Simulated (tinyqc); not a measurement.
Inputs raised by 2 %, one at a time: pressure-driven transition between two phases with analytic equations of state. Computed by tinyqc, a small Python program. Command: `OMP_NUM_THREADS=1 python tinyqc.py 3023357 3023358 out.jsonl transition sens`. One thread of a shared host (Intel(R) Xeon(R) Processor @ 2.30GHz), about 0.02 s of CPU time with the checks.

Each phase obeys E = E0 + (B0 V/B') [(V0/V)^B'/(B' - 1) + 1] - B0 V0/(B' - 1), P = (B0/B') [(V0/V)^B' - 1]; E0 = 0 for phase 1 and Delta E0 for phase 2. H = E + P V.

Inputs (values chosen for the exercise, for two model phases):

| quantity | value | unit |
|---|---|---|
| volume V0 of phase 1 | 17.8 | angstrom^3/atom |
| B0 of phase 1 | 171 | GPa |
| B' of phase 1 | 3.45 | - |
| volume V0 of phase 2 | 15.2 | angstrom^3/atom |
| B0 of phase 2 | 227 | GPa |
| B' of phase 2 | 4.49 | - |
| energy of phase 2 above phase 1, Delta E0 | 0.36 | eV/atom |
| entropy of phase 2 less phase 1, Delta S | 0.54 | k_B/atom |
| temperature T | 1200 | K |

Equation of state: Murnaghan.

Constants: 1 eV/angstrom^3 = 160.2176634 GPa; k_B = 8.617333262e-05 eV/K.

Method. Start from P = Delta E0/(V0 of phase 1 - V0 of phase 2); at each P solve P(V) = P for both phases and step P(new) = P - (H_2 - H_1)/(V_2 - V_1); stop when |H_2 - H_1| < 1e-10 eV. At the zero-temperature transition the volume change is V_2/V_1 - 1 and the work is P (V_1 - V_2). At T the condition is H_2 - H_1 - T Delta S = 0, with Delta S constant and thermal expansion left out; the Clausius-Clapeyron slope is dP/dT = Delta S/(V_2 - V_1) at the zero-temperature point.

Runs:

| input moved | from | to | transition pressure (GPa) | volume change (%) | work P (V_1 - V_2) (eV/atom) | transition pressure at T (GPa) |
|---|---|---|---|---|---|---|
| base run | - | - | 26.104 | -12.013 | 0.30819 | 21.490 |
| volume V0 of phase 1 (angstrom^3/atom) | 17.8 | 18.156 | 22.231 | -14.056 | 0.31804 | 18.403 |
| B0 of phase 1 (GPa) | 171 | 174.42 | 25.854 | -12.206 | 0.31104 | 21.320 |
| B' of phase 1 | 3.45 | 3.519 | 26.065 | -12.056 | 0.30902 | 21.468 |
| volume V0 of phase 2 (angstrom^3/atom) | 15.2 | 15.504 | 30.917 | -9.866 | 0.29445 | 25.246 |
| B0 of phase 2 (GPa) | 227 | 231.54 | 26.273 | -11.868 | 0.30623 | 21.605 |
| entropy of phase 2 less phase 1, Delta S (k_B/atom) | 0.54 | 0.5508 | 26.104 | -12.013 | 0.30819 | 21.400 |
| temperature T (K) | 1200 | 1224 | 26.104 | -12.013 | 0.30819 | 21.400 |

Exponents ln(y'/y) / ln(x'/x):

| input | transition pressure | volume change | work P (V_1 - V_2) | transition pressure at T |
|---|---|---|---|---|
| volume V0 of phase 1 | -8.109 | 7.928 | 1.588 | -7.831 |
| B0 of phase 1 | -0.484 | 0.801 | 0.464 | -0.402 |
| B' of phase 1 | -0.074 | 0.179 | 0.135 | -0.052 |
| volume V0 of phase 2 | 8.545 | -9.945 | -2.303 | 8.133 |
| B0 of phase 2 | 0.326 | -0.616 | -0.323 | 0.269 |
| entropy of phase 2 less phase 1, Delta S | 0.000 | 0.000 | 0.000 | -0.212 |
| temperature T | 0.000 | 0.000 | 0.000 | -0.212 |

Among the inputs moved here: transition pressure answers most in size to volume V0 of phase 2 (exponent +8.545), next to volume V0 of phase 1 (-8.109); its exponent is below 0.0005 for entropy of phase 2 less phase 1, Delta S, temperature T. volume change answers most in size to volume V0 of phase 2 (exponent -9.945), next to volume V0 of phase 1 (+7.928); its exponent is below 0.0005 for entropy of phase 2 less phase 1, Delta S, temperature T. work P (V_1 - V_2) answers most in size to volume V0 of phase 2 (exponent -2.303), next to volume V0 of phase 1 (+1.588); its exponent is below 0.0005 for entropy of phase 2 less phase 1, Delta S, temperature T. transition pressure at T answers most in size to volume V0 of phase 2 (exponent +8.133), next to volume V0 of phase 1 (-7.831).

Caution (rows base run, B' of phase 1, volume V0 of phase 2, B0 of phase 2, entropy of phase 2 less phase 1, Delta S, temperature T): the pressure is a large share of B0, where the result depends on the form of the equation of state. Caution (all rows): a constant Delta S holds only at high temperature; it vanishes as T goes to 0, so the shift counted from T = 0 is somewhat too large.
